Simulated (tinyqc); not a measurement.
p-n diode with diffusion and depletion-layer recombination: effect of the temperature.

Abrupt junction in the depletion approximation, low injection, full ionisation, neutral widths fixed, ohmic contact on the p side. Vj is the junction voltage; where a series resistance Rs is given, V = Vj + J Rs is the terminal voltage.

Nc and Nv are given at 300 K and scale as (T/300 K)^1.5; Eg, mobilities and lifetimes are held fixed. ni = sqrt(Nc Nv) exp(-Eg/(2 Vt)), Eg in volts; D = mu Vt; Ln = sqrt(Dn tn), Lp = sqrt(Dp tp); J0n = q ni^2 Dn coth(wp/Ln)/(Ln Na); J0p = (q ni^2 Dp/(Lp Nd)) (s + tanh(wn/Lp))/(1 + s tanh(wn/Lp)), s = Sp Lp/Dp. J_diff = (J0n + J0p)(exp(Vj/Vt) - 1). Vbi = Vt ln(Na Nd/ni^2), W = sqrt(2 eps0 eps_r (Vbi - Vj)(1/Na + 1/Nd)/q), xp = W Nd/(Na + Nd), xn = W Na/(Na + Nd); u(x) = q Na (x + xp)^2/(2 eps0 eps_r) for x < 0 and Vbi - Vj - q Nd (xn - x)^2/(2 eps0 eps_r) for x > 0; p = Na exp(-u/Vt), n = Nd exp((u - Vbi + Vj)/Vt); U = ni^2 (exp(Vj/Vt) - 1)/(tp (n + ni exp(Et/Vt)) + tn (p + ni exp(-Et/Vt))); J_scr = q times the integral of U from -xp to xn. J = J_diff + J_scr.

Inputs (values chosen for the exercise); band and dielectric values close to those of gallium nitride: band gap Eg = 3.4 eV; relative permittivity eps_r = 9.59; conduction-band density of states at the reference temperature Nc = 2.34e18 cm^-3; valence-band density of states at the reference temperature Nv = 4.52e19 cm^-3; acceptor density Na = 6.7e16 cm^-3; donor density Nd = 7e16 cm^-3; electron mobility in the p side mun = 650 cm^2/(V s); hole mobility in the n side mup = 23 cm^2/(V s); electron lifetime tn = 2e-9 s; hole lifetime tp = 2e-9 s; neutral width of the p side wp = 21 um; neutral width of the n side wn = 250 um; recombination velocity at the n contact Sp = 1e7 cm/s; trap level above the intrinsic level Et = -0.02 eV; junction voltage at which recombination is evaluated Vj = 1.9 V.

Constants: q = 1.602176634e-19 C, kB = 1.380649e-23 J/K, Vt = kB T/q, eps0 = 8.8541878128e-14 F/cm where lengths are in cm. Results are converted to the units shown.

Results:
```
T (K)  J0n (A/cm^2)  J0p (A/cm^2)  J_diff (A/cm^2)  J_scr (A/cm^2)  J_scr/J (%)  wn/Lp
220       1.015e-71     1.827e-72        4.013e-28       7.910e-16        100.0  846.6
260       1.749e-59     3.150e-60        1.393e-22       5.388e-13        100.0  778.7
300       1.769e-50     3.185e-51        1.731e-18       6.832e-11        100.0  725.0
340       1.438e-43     2.588e-44        2.472e-15        2.903e-9        100.0  681.0
380       4.283e-38     7.711e-39        7.990e-13        5.818e-8        100.0  644.1
460       5.813e-30     1.047e-30         4.495e-9        5.332e-6        99.92  585.5
```

Estimate the missing row, T = 420 K.

Computed row:
```
T (K)  J0n (A/cm^2)  J0p (A/cm^2)  J_diff (A/cm^2)  J_scr (A/cm^2)  J_scr/J (%)  wn/Lp
420       1.198e-33     2.157e-34        8.899e-11        6.802e-7        99.99  612.7
```

With this row back in the table: As T goes from 220 to 460, J0p rises from 1.83e-72 to 1.05e-30 A/cm^2, J_scr rises from 7.91e-16 to 5.33e-6 A/cm^2 and its share stays near 100 %. Activation energies -d ln J/d(1/kB T) over the table: 1.59 eV for J_diff (compare Eg - Vj = 1.50 eV, raised by the power-law prefactors) and 0.822 eV for J_scr.

tinyqc, about 0.01 s, one thread, Intel Xeon 2.30GHz (shared host): `OMP_NUM_THREADS=1 python tinyqc.py 2260147 2260148 out.jsonl`
